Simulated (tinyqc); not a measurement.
Time-dependent dielectric breakdown: cell percolation, Weibull statistics, area scaling and voltage extrapolation: one step, computed by the program tinyqc. Command: `OMP_NUM_THREADS=1 python tinyqc.py 3027665 3027666 out.jsonl tddb walk`. One thread of a shared host (Intel(R) Xeon(R) Processor @ 2.30GHz), about 0.01 s of CPU time with the checks.

The oxide is divided into columns of area a^2, each holding m = t_ox/a cells (m is taken as continuous). A share lambda(t) = (t/t_1)^alpha of the cells is defective, and a column whose cells are all defective breaks down.

Question. Weibull parameters from the cell model. Failure fraction F = 1 - (1 - lambda^m)^N with N = A/a^2 columns, which for small lambda^m is 1 - exp(-(t/t63)^beta) with beta = alpha m and t63 = t_1 N^(-1/beta); critical share lambda(t63) = N^(-1/m). 1 um^2 = 1e6 nm^2.

Inputs (values chosen for the exercise, for a model gate oxide):
```
quantity                                              value  unit
oxide thickness t_ox                                    2.8    nm
defect cell size a                                      1.2    nm
exponent alpha of defect growth                        0.46     -
time t_1 at which the occupied share would reach 1  3.9e+09     s
test area A                                               3  um^2
```

Give: cells per column m; columns N; Weibull slope beta; characteristic life t63; critical share of defective cells.

Answer.

cells per column m = 2.3333

columns N = 2.0833e+06

Weibull slope beta = 1.0733

characteristic life t63 = 5058.5 s

critical share of defective cells = 0.0019587

Times between F = 10 % and 90 % span a factor 17.7: the smaller beta = alpha m, the wider the scatter. Caution: t_1 is an input here; in a real oxide it changes with thickness at fixed voltage.
